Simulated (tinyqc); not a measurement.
Ballistic Schottky-barrier transistor with a one-dimensional channel, WKB contacts: one step of the calculation.

Source Fermi level 0, drain Fermi level -Vd. Far from the contacts Ec = pn - psi, and the gate moves psi one to one; the band edges relax as exp(-x/lam) from pn at the source and pn - Vd at the drain; Ev = Ec - Eg. A carrier of energy w inside the channel band meets at a contact a barrier of height D (the contact edge beyond the channel edge): T = 1 for w >= D, else exp(-S), S = 4 lam sqrt(m/C) [sqrt(D - w) - sqrt(w) arctan sqrt((D - w)/w)], C = hbar^2/(2 m0). The two contacts combine as Ts Td/(Ts + Td - Ts Td).

Problem. Current of the electrons on a coarse grid. I = g (2 q^2/h) int T(w) [f(Es + w) - f(Ed + w)] dw, f(y) = 1/(1 + exp(y/Vt)). Electrons: Ds = psi, Dd = psi - Vd, Es = Ec, Ed = Ec + Vd. Holes: Ds = -psi, Dd = Vd - psi, Es = -Ev, Ed = -Ev - Vd. The size of each current is taken; both flow from drain to source and add. Simpson's rule on nE equally spaced w from 0 to wm.

Inputs (values chosen for the exercise); channel values close to those of a silicon nanowire with silicide contacts: temperature T = 250 K; barrier for electrons at both contacts pn = 0.8 eV; electron mass mn = 0.2 m0; valleys or subbands g = 2; screening length at the contacts lam = 2.7 nm; drain bias Vd = 0.05 V; band shift psi of the channel by the gate ps = 0.55 V; upper end of the grid wm = 0.7 eV; points of the grid nE = 13.

Constants: q = 1.602176634e-19 C, kB = 1.380649e-23 J/K, hbar = 1.054571817e-34 J s, h = 6.62607015e-34 J s, m0 = 9.1093837015e-31 kg, Vt = kB T/q, hbar^2/(2 m0) = 0.0380998212 eV nm^2. Results are converted to the units shown.

Find: w; Ts; Td; T; size of the supply difference; current.

Solution.

```
point,w (eV),Ts,Td,T,size of the supply difference
0,0.0000,1.072e-8,2.519e-8,7.521e-9,8.229e-6
1,0.0583,4.795e-5,1.073e-4,3.314e-5,5.488e-7
2,0.1167,8.605e-4,0.001827,5.853e-4,3.660e-8
3,0.1750,0.006117,0.01228,0.004100,2.441e-9
4,0.2333,0.02657,0.05021,0.01768,1.628e-10
5,0.2917,0.08322,0.1470,0.05612,1.085e-11
6,0.3500,0.2038,0.3335,0.1448,7.239e-13
7,0.4083,0.4079,0.6093,0.3233,4.827e-14
8,0.4667,0.6806,0.9020,0.6337,3.219e-15
9,0.5250,0.9414,1.000,0.9414,2.147e-16
10,0.5833,1.000,1.000,1.000,1.432e-17
11,0.6417,1.000,1.000,1.000,9.548e-19
12,0.7000,1.000,1.000,1.000,6.367e-20
```

current = 4.946e-10 uA

Range of the model: No scattering, image-force lowering, channel charge or band-to-band tunnelling; parabolic kappa overstates S deep in the gap.

Numbers from tinyqc (`OMP_NUM_THREADS=1 python tinyqc.py 2390142 2390143 out.jsonl`; about 0.04 s on one thread of a shared Intel Xeon 2.30GHz).
